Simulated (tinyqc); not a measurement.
What moves the results: deformation-potential model of the Delta valleys of a conduction band. A value that a table varies takes the place of the one given here.

Valleys with axes along x, y and z, each a pair at +k and -k. Herring-Vogt shift of a valley with unit axis a: dE = Xd tr(e) + Xu a.e.a. Non-degenerate shares n_i = exp(-dE_i/kT)/sum_j exp(-dE_j/kT). Inverse mass tensor of a valley: (1 - a a)/mt + a a/ml; the masses are taken as independent of strain.

s11 = (C11 + C12)/((C11 - C12)(C11 + 2 C12)), s12 = -C12/((C11 - C12)(C11 + 2 C12)), s44 = 1/C44; exx = s11 sxx + s12 (syy + szz) and cyclic, exy = s44 sxy/2; tension is positive. A uniaxial stress X along the unit vector n is s_ij = X n_i n_j. Biaxial (001) means sxx = syy = X.

Constants: kB = 8.617333262e-05 eV/K.

Inputs chosen for the exercise (near those of Si; not measured data): ml = 0.946 m0 (longitudinal mass); mt = 0.183 m0 (transverse mass); Xd = 1.07 eV (dilation potential); Xu = 8.9 eV (uniaxial potential); C11 = 166.2 GPa; C12 = 65.7 GPa; C44 = 78.5 GPa; load = biaxial (001) (kind of stress); T = 300 K (temperature); X1 = 0.6 GPa (size of the stress); X = 0.65 GPa (stress).

## Sweep of a biaxial (001) stress

m_c = 1/(u.M.u) along [100] with M = sum_i n_i (inverse mass tensor); gain against zero stress at a fixed scattering time.

Results:

| X (GPa) | spread (meV) | lowest edge (meV) | n x | n y | n z | m_c (m0) | gain (%) |
|---|---|---|---|---|---|---|---|
| -1.50 | 132.8 | -85.0 | 0.499 | 0.499 | 0.003 | 0.3061 | -18.2 |
| -0.75 | 66.4 | -42.5 | 0.482 | 0.482 | 0.037 | 0.2992 | -16.4 |
| -0.30 | 26.6 | -17.0 | 0.424 | 0.424 | 0.152 | 0.2781 | -10.0 |
| 0.00 | 0.0 | 0.0 | 0.333 | 0.333 | 0.333 | 0.2503 | 0.0 |
| 0.30 | 26.6 | -9.6 | 0.209 | 0.209 | 0.583 | 0.2200 | 13.8 |
| 0.75 | 66.4 | -23.9 | 0.066 | 0.066 | 0.867 | 0.1934 | 29.4 |
| 1.50 | 132.8 | -47.9 | 0.006 | 0.006 | 0.988 | 0.1839 | 36.1 |

Along [100] the gain is -18.2 % at -1.50 GPa and +36.1 % at 1.50 GPa. The slope at zero stress (from +/- 0.001 GPa), +42.0 % per GPa, carried to the ends would give -63 and +63 %; the response falls behind at both ends, as it saturates once the spread passes a few kT (kT = 25.9 meV, spread up to 133 meV).

## Gain for each load and current direction

Each load has the size X1. Gain m_c(0)/m_c - 1 in per cent from repopulation alone, m_c = 1/(u.M.u), M = sum_i n_i (inverse mass tensor); biaxial means sxx = syy.

Gain (%); + is tension, - compression:

| load | [100] | [010] | [001] | [110] | [1-10] | [111] |
|---|---|---|---|---|---|---|
| uniaxial [110] (+) | 13.8 | 13.8 | -27.5 | 13.8 | 13.8 | 0.0 |
| uniaxial [110] (-) | -10.0 | -10.0 | 20.0 | -10.0 | -10.0 | 0.0 |
| uniaxial [100] (+) | 30.1 | -15.1 | -15.1 | 7.5 | 7.5 | 0.0 |
| uniaxial [100] (-) | -51.1 | 25.5 | 25.5 | -12.8 | -12.8 | 0.0 |
| uniaxial [111] (+) | 0.0 | 0.0 | 0.0 | 0.0 | 0.0 | 0.0 |
| uniaxial [111] (-) | 0.0 | 0.0 | 0.0 | 0.0 | 0.0 | 0.0 |
| biaxial (001) (+) | 25.5 | 25.5 | -51.1 | 25.5 | 25.5 | 0.0 |
| biaxial (001) (-) | -15.1 | -15.1 | 30.1 | -15.1 | -15.1 | 0.0 |

The largest gain is +30.1 %, for uniaxial [100] (+) with the current along [100] and biaxial (001) (-) with the current along [001]; for a [110] channel it is +25.5 %, under biaxial (001) (+). No gain or loss appears under uniaxial [111]: the valleys stay equivalent (in real silicon shear also changes the masses, which this model leaves out).

## Temperature and repopulation

The load is fixed; m_c along [100] as 1/(u.M.u).

Results:

| T (K) | kT (meV) | n x | n y | n z | m_c (m0) |
|---|---|---|---|---|---|
| 50 | 4.31 | 0.000 | 0.000 | 1.000 | 0.1830 |
| 77 | 6.64 | 0.000 | 0.000 | 1.000 | 0.1830 |
| 150 | 12.93 | 0.011 | 0.011 | 0.977 | 0.1847 |
| 225 | 19.39 | 0.047 | 0.047 | 0.907 | 0.1901 |
| 300 | 25.85 | 0.089 | 0.089 | 0.823 | 0.1971 |
| 400 | 34.47 | 0.137 | 0.137 | 0.726 | 0.2057 |
| 500 | 43.09 | 0.172 | 0.172 | 0.655 | 0.2125 |

The largest share falls from 1.000 at 50 K to 0.655 at 500 K (equal shares: 0.333); m_c goes from 0.1830 to 0.2125, against 0.2503 without stress. Only spread/kT enters, so the small-stress response goes as 1/T.

## What each parameter does

Spread of the valley edges, lowest edge, largest share and m_c along [100]. Each row changes one parameter from the base and keeps the others.

Results:

| case | spread (meV) | lowest edge (meV) | largest share | m_c (m0) |
|---|---|---|---|---|
| base | 57.56 | -20.74 | 0.8225 | 0.1971 |
| ml = 0.757 m0 | 57.56 | -20.74 | 0.8225 | 0.1962 |
| mt = 0.22 m0 | 57.56 | -20.74 | 0.8225 | 0.2361 |
| Xd = 1.284 eV | 57.56 | -19.81 | 0.8225 | 0.1971 |
| Xu = 7.12 eV | 46.05 | -15.66 | 0.7480 | 0.2037 |
| C11 = 199.44 GPa | 43.26 | -12.98 | 0.7271 | 0.2056 |
| C12 = 78.84 GPa | 66.22 | -27.94 | 0.8663 | 0.1934 |
| C44 = 94.2 GPa | 57.56 | -20.74 | 0.8225 | 0.1971 |
| X = 0.52 GPa | 46.05 | -16.59 | 0.7480 | 0.2037 |
| T = 360 K | 57.56 | -20.74 | 0.7618 | 0.2025 |

The largest shifts from the base row, up to three for each result and ties (the steps differ in size, so this ranks the rows, not the parameters). spread (meV): C11 -14.31, Xu -11.51, X -11.51; unchanged at the printed digits by ml, mt, Xd, C44 and T. lowest edge (meV): C11 +7.77, C12 -7.20, Xu +5.08; unchanged at the printed digits by ml, mt, C44 and T. largest share: C11 -0.0954, Xu -0.0745, X -0.0745; unchanged at the printed digits by ml, mt, Xd and C44. m_c (m0): mt +0.0390, C11 +0.0085, Xu +0.0066, X +0.0066; unchanged at the printed digits by Xd and C44. Xd moves all valleys together, so it shifts the edge and nothing else.

Program tinyqc; command `OMP_NUM_THREADS=1 python tinyqc.py 1050312 1050313 out.jsonl`; about 0.03 s on one thread of a shared Intel(R) Xeon(R) Processor @ 2.30GHz.
